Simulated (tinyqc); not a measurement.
Inside a calculation. Method: Hubbard ring of 4 sites. Computed by tinyqc, a small Python program that keeps every step. Settings: hopping = 0.52, U = 6.3, mixing = 1, iteration cap = 58. Command: `OMP_NUM_THREADS=1 python tinyqc.py 30553 30554 out.jsonl` (the two numbers bound the seeds that draw the settings). One thread of a shared host (Intel(R) Xeon(R) Processor @ 2.60GHz), about 0.2 s of CPU time with the checks. Later iterations appear only in the table of the cycle.

## Mean-field iteration 1

one-body matrix (hopping and site energies) (eV), lower triangle:
```
           1          2          3          4
1   0.390000
2  -0.520000   0.830000
3   0.000000  -0.520000  -0.560000
4  -0.520000   0.000000  -0.520000  -0.620000
```

U = 6.300000 eV

electrons, up and down: 2  1

mixing = 1

n(up) at the start (a guess, not normalised): 1 0.500000, 2 0.500000, 3 0.500000, 4 0.500000

n(down) at the start (a guess): 1 0.250000, 2 0.250000, 3 0.250000, 4 0.250000

H(up) = T + U n(down), H(down) = T + U n(up); fill the lowest levels; n(new) = n + mixing (n(out) - n); E = tr T (rho up + rho down) + U sum n_up n_down of the output.

levels, up (eV): 0.266802  1.306514  1.830215  2.936469

levels, down (eV): 1.841802  2.881514  3.405215  4.511469

energy = 1.985425 eV

n(up) after iteration 1: 1 0.178345, 2 0.084841, 3 0.913804, 4 0.823010

n(down) after iteration 1: 1 0.077593, 2 0.049063, 3 0.399731, 4 0.473613

## Mean-field iteration 2

As before.

levels, up (eV): 0.276962  1.311704  1.841552  2.909782

levels, down (eV): 0.837310  1.885111  4.354890  5.562688

energy = 5.144462 eV

n(up) after iteration 2: 1 0.928028, 2 0.752640, 3 0.248669, 4 0.070662

n(down) after iteration 2: 1 0.425861, 2 0.552835, 3 0.010247, 4 0.011057

## Convergence

Each step fills the lowest levels of T + U n(other spin) and sets n(new) = n + mixing (n(out) - n); stop when output and input agree to 1e-8.

Course of the cycle:
```
iteration      E (eV)  largest |n(out) - n(in)|  mean |n_up - n_down|
1          1.98542495                  4.15e-01              0.250000
2          5.14446156                  7.52e-01              0.250000
3          3.70273418                  9.10e-01              0.250000
4          3.23374004                  9.66e-01              0.258335
5          3.98836990                  9.76e-01              0.250000
6          3.12147925                  9.80e-01              0.250000
7          3.99018657                  9.81e-01              0.250000
8          3.15152216                  9.81e-01              0.250000
9          3.99007875                  9.81e-01              0.250000
10         3.16095988                  9.81e-01              0.250000
11         3.99007403                  9.81e-01              0.250024
...               ...                       ...                   ...
48         3.16463459                  9.81e-01              0.250000
49         3.99007250                  9.81e-01              0.250036
50         3.16463459                  9.81e-01              0.250000
51         3.99007250                  9.81e-01              0.250036
52         3.16463459                  9.81e-01              0.250000
53         3.99007250                  9.81e-01              0.250036
54         3.16463459                  9.81e-01              0.250000
55         3.99007250                  9.81e-01              0.250036
56         3.16463459                  9.81e-01              0.250000
57         3.99007250                  9.81e-01              0.250036
58         3.16463459                  9.81e-01              0.250000
```

Not converged within 58 iterations: the residual has stopped falling: the iteration swings between two states. The lowest mean-field energy found from random starts is -1.39810 eV. Reruns (cap 100 unless said): mixing 0.2: not converged; mixing 0.5: converged in 72 to a higher stationary point (E = -1.32007); mixing 0.9: not converged; the original settings with a cap of 400: not converged.

## Exact diagonalisation (24 states)

Lowest levels of the sector, and the double occupancy of the lowest state.

lowest levels (eV): -1.486008  -1.420420  -1.321469  -0.605022  -0.510311  -0.215215

double occupancy per site = 0.008084

## The lowest level by Lanczos steps

From a random start vector (not printed): a_j = <q_j|H|q_j>, b_j = norm of the remainder after orthogonalising; the Ritz value is the lowest eigenvalue of the tridiagonal matrix of a and b so far.

Lanczos:
```
j   a_j (eV)  b_j (eV)  lowest Ritz value (eV)
1   2.605488  3.384218              2.60548753
2   4.189389  2.094331             -0.07820855
3   4.281365  3.541668             -0.46489155
4   3.200819  2.303019             -0.96955419
5   4.679077  2.479374             -1.18523507
6   2.700294  2.734830             -1.28076031
7   4.173574  1.798372             -1.35629728
8   3.138910  2.556706             -1.37661949
9   3.534042  1.518190             -1.38825158
10  3.911384  3.245845             -1.39010138
```
